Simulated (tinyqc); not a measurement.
The gap of an alloy series: thresholds of impact ionisation and Auger recombination from band masses.

Parabolic bands, no phonon. At threshold the three slow carriers share one velocity. With M their total mass and m4 the mass of the fast carrier, the fast carrier has the kinetic energy E_T = G M/(M - m4) and the slow ones together E_a = G m4/(M - m4), the activation energy of the Auger rate. CCCH (fast electron): G = Eg, M = 2 me + mh, m4 = me. CHHS (hole into the split-off band): G = Eg - Dso, M = 2 mh + me, m4 = ms; this form holds for Eg > Dso (below, the process needs about Dso - Eg and is marked by a dash). CHHL (hole into the light band): G = Eg, M = 2 mh + me, m4 = ml. CHHH (fast heavy hole): G = Eg, M = 2 mh + me, m4 = mh.

Non-parabolic fast electron: E (1 + alpha E) = c k^2/me with alpha = (1 - me)^2/Eg; the slow carriers stay parabolic, so E_T = Eg + me E_T (1 + alpha E_T)/M, M = 2 me + mh (the root between Eg and 1.9 Eg).

Constants: kB = 8.617333262e-05 eV/K; hc = 1239.841984 eV nm.

Inputs chosen for the exercise (near those of InAs, gap at low temperature and not tied to T; not measured data):

| symbol | value | unit | meaning |
|---|---|---|---|
| Eg | 0.41 | eV | gap at Gamma to the s-like level |
| Dso | 0.38 | eV | spin-orbit splitting |
| me | 0.0263 | m0 | electron mass at Gamma |
| mh | 0.44 | m0 | heavy-hole mass |
| ms | 0.149 | m0 | split-off mass |
| ml | 0.027 | m0 | light-hole mass |
| T | 250 | K | temperature |

Eg is varied with me and ml proportional to it; mh, ms and Dso are kept. E_a of three processes; wavelength hc/Eg.

Results:

| Eg (eV) | wavelength (micrometre) | me | CCCH (meV) | CCCH non-parabolic (meV) | CHHS (meV) | CHHL (meV) | log10 exp(-E_a/kT), non-parabolic |
|---|---|---|---|---|---|---|---|
| 0.123 | 10.08 | 0.0079 | 2.2 | 4.5 | - | 1.1 | -0.09 |
| 0.205 | 6.05 | 0.0132 | 5.9 | 12.5 | - | 3.1 | -0.25 |
| 0.308 | 4.03 | 0.0198 | 13.2 | 28.4 | - | 7.1 | -0.57 |
| 0.410 | 3.02 | 0.0263 | 23.1 | 50.8 | 5.9 | 12.6 | -1.02 |
| 0.512 | 2.42 | 0.0328 | 35.6 | 80.0 | 25.7 | 19.6 | -1.61 |
| 0.656 | 1.89 | 0.0421 | 57.3 | 133.3 | 53.2 | 32.2 | -2.69 |
| 0.820 | 1.51 | 0.0526 | 87.6 | 212.1 | 83.7 | 50.4 | -4.27 |

How do the results move, and what explains it?

E_a of CCCH goes nearly as Eg^2 (power 1.95 over the table), as both G and me grow; the non-parabolic value goes with the power 2.04, and its Boltzmann factor spans 4.2 decades; rows with E_a far above kT are formal, since phonon-assisted processes and side valleys rule there. CHHS is resonant at Eg = Dso = 0.38 eV, with no activation, and is the easiest process near there; it has the lowest E_a of the parabolic values for Eg = 0.41 eV.

Computed by tinyqc, a small Python program: `OMP_NUM_THREADS=1 python tinyqc.py 1880482 1880483 out.jsonl` (the numbers bound the seed that draws the inputs); one thread of a shared host (Intel(R) Xeon(R) Processor @ 2.30GHz), about 0.01 s for the whole set of steps.
